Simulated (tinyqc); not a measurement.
Ellipsoidal valleys in the axes of a wafer and a channel: sweeps and comparisons. A value that a table varies takes the place of the one given here.

Valleys with axes a along [111], [1-1-1], [-11-1] and [-1-11], one whole valley each; inverse mass tensor w = 1/mt + (1/ml - 1/mt) a a. Device axes: z = nz/|nz|, x = nx/|nx|, y = z cross x; in them a = (ax, ay, az). Confinement mass mz = 1/w_zz. In the plane w_ij is replaced by u_ij = w_ij - w_iz w_jz/w_zz (i, j = x, y); density-of-states mass md = 1/sqrt(det u); conductivity mass along x mc = 1/u_xx; ballistic transport mass mx = u_yy/det u, width mass my = 1/u_yy.

Hard walls: E_n = c (n pi/t)^2/mz, c = hbar^2/2m0, n = 1, 2, 3. Non-degenerate share of a valley proportional to md sum_n exp(-E_n/kT); mean 1/mc = sum of share/mc. 1 nm = 10 angstrom.

Constants: hbar^2/2m0 = 3.80998211 eV angstrom^2; kB = 8.617333262e-05 eV/K.

Values chosen for the exercise (near those of the L valleys of Ge; the results hold for these values, not for the real material):
- ml = 1.648 m0 (longitudinal mass)
- mt = 0.085 m0 (transverse mass)
- t = 4.8 nm (thickness of the film)
- T = 400 K (temperature)
- nz = (1, 1, 3) (surface normal (confinement))
- nx = (1, -1, 0) (channel direction)

## Wafer and channel orientation

For each face/channel: the lowest ladder (mz, number of valleys, md, E1, share) and the mean conductivity mass over all valleys.

Results:
```
face/channel     mz  valleys     md  E1 (meV)  share  mean mc
(210)/[001]   0.197        2  0.246      82.7  0.919   0.2848
(113)/[1-10]  0.302        1  0.199      54.1  0.777   0.1017
(100)/[011]   0.124        4  0.310     131.3  1.000   0.1581
(110)/[001]   0.231        2  0.227      70.6  0.954   0.5137
(111)/[11-2]  1.648        1  0.085       9.9  0.930   0.0879
(001)/[100]   0.124        4  0.310     131.3  1.000   0.1581
(110)/[1-10]  0.231        2  0.227      70.6  0.954   0.0876
```

The mean conductivity mass is lowest, 0.0876, for (110)/[1-10] and highest, 0.5137, for (110)/[001]; the bulk value is 0.1243. The confinement energy is lowest on the face with the heaviest mz ((111), 10 meV). The density of states of the lowest ladder, valleys times md, runs between 0.085 and 1.238; a small value limits the charge through the quantum capacitance.

## Thickness of the film

Share of the lowest ladder and mean conductivity mass.

Results:
```
t (nm)  lowest E1 (meV)  spread of E1 (meV)  share of the lowest ladder  mean mc
2.0               311.3               762.9                       1.000   0.0850
3.0               138.4               339.0                       0.995   0.0853
4.0                77.8               190.7                       0.919   0.0908
5.0                49.8               122.1                       0.738   0.1050
7.0                25.4                62.3                       0.465   0.1303
10.0               12.5                30.5                       0.341   0.1411
14.0                6.4                15.6                       0.292   0.1454
```

The spread falls as 1/t^2 and passes kT = 34.5 meV between t = 7 and 10 nm; the share of the lowest ladder goes from 1.000 to 0.292 and the mean mass goes from 0.0850 to 0.1454, against 0.1482 for equal shares, the limit of a thick film (the bulk value 3/(1/ml + 2/mt) is 0.1243; the two differ since axes are tilted in the x-z plane and in a quantised film no valley carries current across it; once scattering blurs the subbands the bulk value returns). Three subbands a valley become too few once E3 nears kT. In the thinnest rows E1 (311 meV) is beyond the parabolic range, and the Delta valleys can pass below.

## What each parameter does

Lowest E1, its share and the mean conductivity mass. Each row changes one parameter from the base and keeps the others.

Results:
```
case           lowest E1 (meV)   share  mean mc (m0)
base                     54.05  0.7765        0.1017
ml = 1.483 m0            54.88  0.7747        0.1017
mt = 0.077 m0            58.89  0.8228        0.0889
t = 4.32 nm              66.73  0.8672        0.0946
T = 360 K                54.05  0.8242        0.0979
```

The largest shifts from the base row, up to three for each result and ties (the steps differ in size, so this ranks the rows, not the parameters). lowest E1 (meV): t +12.68, mt +4.84, ml +0.83; unchanged at the printed digits by T. share: t +0.0907, T +0.0476, mt +0.0463. mean mc (m0): mt -0.0128, t -0.0071, T -0.0038; unchanged at the printed digits by ml.

tinyqc: `OMP_NUM_THREADS=1 python tinyqc.py 1881084 1881085 out.jsonl`; about 0.01 s, one thread, shared Intel(R) Xeon(R) Processor @ 2.30GHz.
